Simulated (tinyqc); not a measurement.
What each integral does: Slater-Koster d bands of an fcc metal.

Parameters, chosen for this exercise (out of a larger set: of the size met in Ru; not measured data): dds = -0.962 eV (dd sigma); ddp = 0.539 eV (dd pi); ddd = -0.058 eV (dd delta).

Levels at Gamma, E(t2g) = 3 dds + 4 ddp + 5 ddd, E(eg) = 1.5 dds + 6 ddp + 4.5 ddd, and W = sqrt(12 mu2), the width of a rectangular band with the same second moment mu2 = z (dds^2 + 2 ddp^2 + 2 ddd^2)/5, z = 12.

Results for these values:
```
case  t2g (eV)  eg (eV)  W (eV)
base   -1.0200   1.5300  6.6016
```

What happens to each result for ddp = 0.6199 eV, all else kept?

Answer: t2g rises from -1.0200 to -0.6964; eg rises from 1.5300 to 2.0154; W rises from 6.6016 to 6.9986.

The same for each parameter in turn:
```
case              t2g (eV)  eg (eV)  W (eV)
base               -1.0200   1.5300  6.6016
dds = -1.1063 eV   -1.4529   1.3135  7.2233
ddp = 0.6199 eV    -0.6964   2.0154  6.9986
ddd = -0.0667 eV   -1.0635   1.4909  6.6063
```

The ratio of the shifts of t2g and eg names the integral: 3 : 1.5 for dds, 4 : 6 for ddp, 5 : 4.5 for ddd.

Run: tinyqc, `OMP_NUM_THREADS=1 python tinyqc.py 1450314 1450315 out.jsonl`; Intel(R) Xeon(R) Processor @ 2.30GHz, one thread, shared host; about 0.06 s of CPU time with all checks.
